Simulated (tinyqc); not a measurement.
What moves the results: linear model of a band gap against the share of exact exchange. A value that a table varies takes the place of the one given here.

E(alpha) = E0 + S alpha. A wider gap screens less, modelled in the Penn form eps(alpha) = 1 + (e0 - 1)(EP/(EP + S alpha))^2 with a scale EP chosen for the exercise. A dielectric-dependent hybrid takes alpha = 1/eps.

Values chosen for the exercise (of the order of those of GaP; the results hold for these values, not for the real material): E0 = 1.64 eV (gap of the semi-local functional); S = 5.77 eV (slope dE/d(alpha)); e0 = 9.46 (optical dielectric constant at alpha = 0); EP = 10.6 eV (energy scale of the screening); Et = 2.38 eV (target gap).

## Sweep of alpha

Also the exciton scale relative to alpha = 0, (m/m(0))(eps(0)/eps)^2, with a mass proportional to E + D, D = E0/2 + 0.3 eV, a k.p rule for direct gaps only.

Results:
```
alpha  E (eV)    eps  alpha eps  exciton scale
0.00    1.640  9.460      0.000           1.00
0.05    1.929  9.018      0.451           1.22
0.10    2.217  8.609      0.861           1.46
0.15    2.506  8.231      1.235           1.74
0.20    2.794  7.880      1.576           2.04
0.25    3.083  7.555      1.889           2.39
0.35    3.659  6.969      2.439           3.19
0.50    4.525  6.227      3.114           4.72
```

alpha eps reaches 1 between alpha = 0.1 and 0.15 (fixed point 0.118), and the target gap is met between 0.1 and 0.15. At the fixed point the gap is 2.32 eV, -0.06 eV from the target. From 0 to 0.25 the gap grows by 1.44 eV while eps falls by 20 %; the exciton scale, which takes both, grows by a factor of 2.39 (formal for an indirect gap).

## What each parameter does

Fixed point alpha = 1/eps(alpha), gap and eps there. Each row changes one parameter from the base and keeps the others.

Results:
```
case            alpha  E (eV)    eps
base           0.1181   2.321  8.469
E0 = 1.804 eV  0.1181   2.485  8.469
S = 6.347 eV   0.1195   2.398  8.368
e0 = 8.514     0.1327   2.406  7.536
EP = 11.66 eV  0.1168   2.314  8.561
```

The largest shifts from the base row, up to three for each result and ties (the steps differ in size, so this ranks the rows, not the parameters). alpha: e0 +0.0146, S +0.0014, EP -0.0013; unchanged at the printed digits by E0. E (eV): E0 +0.164, e0 +0.084, S +0.077. eps: e0 -0.933, S -0.101, EP +0.092; unchanged at the printed digits by E0.

tinyqc: `OMP_NUM_THREADS=1 python tinyqc.py 1850291 1850292 out.jsonl`; about 0.01 s, one thread, shared Intel(R) Xeon(R) Processor @ 2.30GHz.
